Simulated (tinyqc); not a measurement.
# Resonant-tunnelling diode, transfer matrices and Tsu-Esaki current: what changes with what

Emitter (band edge 0), barrier d1, well Lw, barrier d2, collector (edge -V). The bias drops linearly over these layers and none in the contacts; each layer is cut into ns equal slices, flat at the value of their centres. E is the energy of motion across the layers, C = hbar^2/(2 m0), psi and psi'/m are continuous. Transport is coherent, T(E) is taken as independent of the transverse momentum, and charge in the well is ignored.

Values chosen for this exercise; masses and offsets of a made-up heterostructure:
```
symbol,value,unit,meaning
T,200,K,temperature
mw,0.26,m0,"mass in the well, spacer and contacts"
U1,0.48,eV,barrier height
m1,0.28,m0,barrier mass
d1,1.2,nm,emitter barrier
Lw,1.5,nm,well width
d2,1.2,nm,collector barrier
ns,4,,slices in each layer
Ef,0.17,eV,Fermi energy of both contacts above their band edges
V,0.21,V,bias of the collector
```

Constants: q = 1.602176634e-19 C, kB = 1.380649e-23 J/K, hbar = 1.054571817e-34 J s, m0 = 9.1093837015e-31 kg, Vt = kB T/q, hbar^2/(2 m0) = 0.0380998212 eV nm^2. Results are converted to the units shown.

Each table varies one quantity; the others keep the values above.

## Current against voltage

For the pair (psi, psi'/m) a flat layer has M = [[cos kd, (m/k) sin kd], [-(k/m) sin kd, cos kd]] with k = sqrt(m (E - U)/C) above its edge U, and M = [[cosh Kd, (m/K) sinh Kd], [(K/m) sinh Kd, cosh Kd]] with K = sqrt(m (U - E)/C) below it. Later slices stand to the left. With M acting on (psi, psi'/m) and v = k/m in each lead, T(E) = 4 vL vR/[(vL vR M12 - M21)^2 + (vR M11 + vL M22)^2]. J = J0 times the integral over E > 0 of T(E) N(E), N = ln[(1 + exp((Ef - E)/Vt))/(1 + exp((Ef - V - E)/Vt))], J0 = q^2 mw m0 kB T/(2 pi^2 hbar^3) (times 1e-4 for A/cm^2 per eV). The integral is converged to the digits shown.

Results:

| V (V) | J (kA/cm^2) |
|---|---|
| 0.039 | 767.6 |
| 0.082 | 1855 |
| 0.126 | 3174 |
| 0.169 | 4405 |
| 0.213 | 5363 |
| 0.3 | 5627 |
| 0.343 | 4391 |
| 0.387 | 1691 |
| 0.431 | 975.5 |
| 0.474 | 832.4 |
| 0.518 | 812.9 |
| 0.561 | 856.9 |

Estimate the missing row, V = 0.256 V.

Computed row:

| V (V) | J (kA/cm^2) |
|---|---|
| 0.256 | 5829 |

With this row back in the table: Among the rows the current peaks at 5830 kA/cm^2 at V = 0.256 V and falls to 813 kA/cm^2 at 0.518 V, a ratio of 7.17. At zero bias the resonance lies at 0.193 eV and the centre of the well takes the share 0.500 of the bias, so the level should reach the emitter band edge near V = 0.386 V; beyond that only the tail of the broadened level (width 14.1 meV at zero bias) and off-resonant tunnelling carry current. Without scattering and space charge the valley comes out far lower than in a real diode. In 4 of the 13 rows the bias alone exceeds 0.4 V, so electrons enter the collector far above its band edge, where real bands are no longer parabolic.

## Effect of the emitter barrier

Same model as above.

The resonance is the first maximum of T(E) for E > 0, G its full width at half maximum.

Effect of the emitter barrier:

| d1 (nm) | Er (eV) | Tp | G (meV) | J (kA/cm^2) |
|---|---|---|---|---|
| 0.7 | 0.09660 | 0.9663 | 31.31 | 1.186e4 |
| 0.9 | 0.09291 | 0.9805 | 21.72 | 9392 |
| 1.2 | 0.08647 | 0.6894 | 15.36 | 5311 |
| 1.4 | 0.08215 | 0.4489 | 13.46 | 3240 |
| 1.6 | 0.07800 | 0.2646 | 12.39 | 1863 |
| 1.8 | 0.07410 | 0.1468 | 11.76 | 1031 |
| 2 | 0.07046 | 0.07861 | 11.36 | 557.9 |

What does the table show?

As d1 grows from 0.7 to 2 nm, G falls from 31.3 to 11.4 meV, Tp goes from 0.966 through a maximum of 0.980 (at d1 = 0.9 nm among the rows listed) to 0.0786, and J falls from 11900 to 558 kA/cm^2. The product G Tp changes by a factor of 0.0295 and J by 0.0471; the rest comes from the shift of Er (0.0966 to 0.0705 eV) against the supply function and from current off resonance. In 1 of the 7 rows a layer is thinner than 0.8 nm, a few atomic planes, where an effective mass is a rough description.

## Resonance against bias

Same model as above.

For a sharp resonance J = J0 (pi G/2) Tp N(Er), with Er the peak energy, Tp the peak transmission and G the full width at half maximum (in eV).

Resonance against bias:

| V (V) | Er (eV) | Tp | G (meV) | J (kA/cm^2) | one-resonance J (kA/cm^2) |
|---|---|---|---|---|---|
| 0.039 | 0.1735 | 0.9879 | 14.13 | 767.6 | 818.7 |
| 0.087 | 0.1493 | 0.9410 | 14.30 | 1999 | 2213 |
| 0.135 | 0.1249 | 0.8623 | 14.61 | 3445 | 3850 |
| 0.183 | 0.1003 | 0.7576 | 15.05 | 4752 | 5271 |
| 0.232 | 0.07513 | 0.6298 | 15.64 | 5636 | 6180 |
| 0.28 | 0.05032 | 0.4882 | 16.35 | 5820 | 6313 |
| 0.328 | 0.02557 | 0.3262 | 17.21 | 4984 | 5358 |

Read the table: what changes, and by how much?

Er falls from 0.174 to 0.0256 eV, by 0.512 eV a volt, against the share 0.500 of the bias at the centre of the well. Tp falls from 0.988 to 0.326: the bias makes equal barriers unequal. The one-resonance current is 6.7 % above the full integral in the first row and 7.5 % above it in the last.

Computed by the program tinyqc: `OMP_NUM_THREADS=1 python tinyqc.py 2600125 2600126 out.jsonl`, one thread of a shared Intel Xeon 2.30GHz, about 0.6 s for the whole run.
